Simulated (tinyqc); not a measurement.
# Free and trapped electrons in a MOS channel with a dense trap tail, step by step

Computed by the program tinyqc: `OMP_NUM_THREADS=1 python tinyqc.py 2222091 2222092 out.jsonl`, one thread of a shared Intel Xeon 2.30GHz, about 0.02 s for the whole run. Printed values are rounded.

p-type body, charge-sheet picture, full ionisation (an idealisation for deep acceptors), Boltzmann statistics for free electrons. e = Ec - EF at the surface. Acceptor-like traps of density D(E) = D0 + De exp(-E/Ew) at depth E below Ec, from 0 to Eu, hold n_t = integral of D(E)/(1 + exp((e - E)/Vt)). psi = Eg - Vt ln(Nv/Na) - e; N_dep = sqrt(2 eps0 eps_r Na (psi - Vt)/q); n_f = sqrt(N_dep^2 + 2 eps0 eps_r Vt Nc exp(-e/Vt)/q) - N_dep; Vg = Vfb + psi + q (N_dep + n_t + n_f)/Cox, Cox = eps0 eox/tox.

Parameters, values chosen for the exercise; band and dielectric values close to those of 4H silicon carbide: temperature T = 250 K; band gap Eg = 3.26 eV; relative permittivity eps_r = 9.6; conduction-band density of states at T Nc = 1.29e19 cm^-3; valence-band density of states at T Nv = 1.87e19 cm^-3; relative permittivity of the insulator eox = 3.9; insulator thickness tox = 29 nm; acceptor density Na = 3.6e15 cm^-3; flat-band voltage without trapped charge Vfb = -2.31 V; constant background density of acceptor-like traps D0 = 1.4e11 cm^-2 eV^-1; density of the tail at the conduction edge De = 5.7e13 cm^-2 eV^-1; decay energy of the tail Ew = 0.06 eV; depth below Ec down to which the traps reach Eu = 0.9 eV; mobility of free electrons mf = 190 cm^2/(V s); Ec - EF at the surface e = 0.061 eV.

Constants: q = 1.602176634e-19 C, kB = 1.380649e-23 J/K, Vt = kB T/q, eps0 = 8.8541878128e-14 F/cm where lengths are in cm. Results are converted to the units shown.

## Trapped charge

Trapezoid rule on 12 equal steps from 0 to Eu, f = 1/(1 + exp((e - E)/Vt)).

```
point,E (eV),D(E) f (cm^-2 eV^-1)
0,0,3.17958e12
1,0.075,1.08209e13
2,0.15,4.74266e12
3,0.225,1.47978e12
4,0.3,5.24055e11
5,0.375,2.50036e11
6,0.45,1.71526e11
7,0.525,1.49032e11
8,0.6,1.42588e11
9,0.675,1.40741e11
10,0.75,1.40212e11
11,0.825,1.40061e11
12,0.9,1.40017e11
```

n_t = 1.52711e12 cm^-2

With 1600 steps n_t = 1.552e12 cm^-2; the coarse value is 1.6 % below it.

## Charges and gate voltage

psi, N_dep, n_f and Vg as defined, with the n_t given; free share n_f/(n_f + n_t); apparent mobility mf n_f/(n_f + n_t); gate voltage spent on traps q n_t/Cox.

psi = 3.01469 V
N_dep = 3.38131e11 cm^-2
n_f = 1.98607e11 cm^-2
Vg = 3.48166 V
free share = 11.5087 %
apparent mobility = 21.8665 cm^2/(V s)
gate voltage spent on traps = 2.05478 V
